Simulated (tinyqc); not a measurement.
# Changing the film thickness L

Model: heat flow across a film from the phonon Boltzmann equation in the relaxation-time approximation. Computed by tinyqc, a small Python program. Command: `OMP_NUM_THREADS=1 python tinyqc.py 3014918 3014919 out.jsonl slabbte sweep`. One thread of a shared host (Intel(R) Xeon(R) Processor @ 2.30GHz), about 0.06 s of CPU time with the checks.

Two black walls, hot at x = 0 and cold at x = L, emit phonons isotropically. For one free path Lambda, with tau = x/Lambda, tau_L = L/Lambda and phi = (T - T_cold)/Delta T, energy balance gives phi(tau) = (1/2) [E2(tau) + int_0^tau_L phi(s) E1(|tau - s|) ds]; E_n are the exponential integrals. The flux over the ballistic flux C v Delta T/4 is psi = 1 - 2 int_0^tau_L phi(s) E2(s) ds, and kappa_eff/kappa = (3/4) tau_L psi. kappa = C v Lambda/3 is an input, so at fixed kappa a longer free path means a smaller C v.

Inputs (values chosen for the exercise, modelled on silicon): bulk conductivity kappa = 141 W/(m K); wall temperature difference Delta T = 5 K; free path Lambda_1 = 160 nm; free path Lambda_2 = 910 nm; share f_2 of kappa = 0.37; cells n in the small system = 5.

Free-path groups: two.

Method:
- Cut the film into n equal cells with constant phi, collocated at the centres c_i: the kernel integrates to A_ij = |E2(|c_i - e_j|) - E2(|c_i - e_(j+1)|)|/2 for cell edges e_j, and A_ii = 1 - E2(half a cell); solve (1 - A) phi = E2(c)/2; psi = 1 - 2 sum_j phi_j [E3(e_j) - E3(e_(j+1))].
- Use 150 and 300 cells and extrapolate psi = (4 psi(300) - psi(150))/3. The jump at the hot wall is 1 - phi there (linear extrapolation from the first two of 300 cells). Two-flux (diffusion with slip) formula: psi = 1/(1 + 3 tau_L/4).
- Each group is solved on its own with 150 and 300 cells, psi = (4 psi(300) - psi(150))/3, and weighted by its share of kappa (f_1 is what the others leave); exchange of energy between groups inside the film is left out.
- Flux J = kappa_eff Delta T/L; apparent boundary resistance per wall (L/kappa_eff - L/kappa)/2.

One run for each value; columns: (1) film thickness L (nm); (2) kappa_eff (W/(m K)); (3) flux J (GW/m^2); (4) jump at the wall / Delta T for Lambda_1; (5) apparent resistance per wall (m^2 K/GW):
```
(1)     (2)    (3)     (4)    (5)
3.2     1.4  2.257  0.4782  1.097
6.7     3.0  2.216  0.4618  1.105
14      6.0  2.138  0.4352  1.120
29     11.6  2.001  0.3953  1.147
61     21.6  1.773  0.3379  1.194
130    37.5  1.442  0.2641  1.273
260    56.4  1.085  0.1909  1.382
550    78.6  0.715  0.1194  1.548
1200   99.9  0.416  0.0654  1.753
2400  115.1  0.240  0.0358  1.918
```

What does the table show, and why?

Over the rows, kappa_eff (W/(m K)) rises from 1.44 to 115 (exponent d ln y / d ln x 0.98 between the first rows and 0.20 between the last); flux J (GW/m^2) falls from 2.26 to 0.240 (exponent d ln y / d ln x -0.025 between the first rows and -0.80 between the last); jump at the wall / Delta T for Lambda_1 falls from 0.478 to 0.0358 (exponent d ln y / d ln x -0.047 between the first rows and -0.87 between the last). At the low end the exponent of kappa_eff is 0.98, close to 1: the ballistic limit. At the low end the exponent of flux J is -0.02, close to 0: the ballistic flux does not depend on L. In thin films phonons cross without scattering: the flux is bounded by what the walls emit, and Delta T drops in two jumps of one half each. In thick films the jumps shrink as Lambda/L and the apparent wall resistance tends to a constant.

Caution (rows 3.20, 6.70): below about 10 nm the film nears the phonon wavelength, and a particle picture fails.

Extremes, crossings and ranges named in words are read from the listed rows.
